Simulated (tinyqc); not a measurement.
Chemical trend: level against potential: deep trap from a strong local potential in a two-band host (Koster-Slater model with semi-elliptic bands). Computed by tinyqc, a small Python program. Command: `OMP_NUM_THREADS=1 python tinyqc.py 3019877 3019878 out.jsonl deeptrap walk`. One thread of a shared host (Intel(R) Xeon(R) Processor @ 2.30GHz), about 0.03 s of CPU time with the checks.

The valence band spans -2 W_v to 0 and the conduction band E_g to E_g + 2 W_c. The orbital at the impurity site has weight f_v in the valence band and 1 - f_v in the conduction band, each spread as a semi-ellipse (2/(pi W^2)) sqrt(W^2 - x^2) about the band centre. The impurity adds U to this orbital. Spin is left out.

Inputs (values chosen for the exercise, with a gap close to that of ZnO):
```
quantity,value,unit
gap E_g,3.33,eV
half-width of the valence band W_v,4.8,eV
half-width of the conduction band W_c,5,eV
valence weight f_v of the site orbital,0.58,-
```

Impurity: attractive, donor-like.

Method:
- In the gap G(E) = f_v (2/W_v^2)[x - sqrt(x^2 - W_v^2)] - (1 - f_v)(2/W_c^2)[y - sqrt(y^2 - W_c^2)], x = E + W_v, y = E_g + W_c - E.
- G falls across the gap from G(0) to G(E_g). A repulsive U binds if U > 1/G(0), an attractive one if U < 1/G(E_g); the vacancy level (U infinite) solves G(E) = 0 (bisection).
- The trap level solves G(E) = 1/U (bisection). With D = -dG/dE = D_v + D_c, D_v = f_v (2/W_v^2)[x/sqrt(x^2 - W_v^2) - 1] and D_c = (1 - f_v)(2/W_c^2)[y/sqrt(y^2 - W_c^2) - 1], the weight on the impurity orbital is 1/(U^2 D) and the conduction-band character is D_c/D.
- U is 1.05, 1.2, 1.5, 2, 3, 5, 10 and 30 times the threshold, rounded to three digits; the largest values are formal and only show the vacancy limit.

attractive threshold = -11.2304 eV

vacancy level = 2.40402 eV

Trend:
```
U (eV),E_t (eV),weight on the impurity,conduction character,E_t - vacancy level (eV)
-11.8,3.3283,0.005606,0.99060,0.92432
-13.5,3.3090,0.015855,0.96498,0.90496
-16.8,3.2436,0.021890,0.92341,0.83957
-22.5,3.1217,0.019884,0.86973,0.71764
-33.7,2.9427,0.012495,0.80391,0.53870
-56.2,2.7544,0.005537,0.74025,0.35036
-112.0,2.5892,0.001574,0.68661,0.18514
-337.0,2.4674,0.000186,0.64797,0.06341
```

What follows from these numbers?

dE_t/dU equals the weight on the impurity, which peaks at 0.022 (U = -16.8 eV) and falls to 1.9e-4 in the last row, so beyond the peak each further eV of potential moves the level less. The level nears the vacancy level, 2.404 eV, as 1/U: it is 0.185 eV away at 10 times the threshold and 0.063 eV at 30 times, and the state is then host-like.

Extremes, crossings and ranges named in words are read from the listed rows.
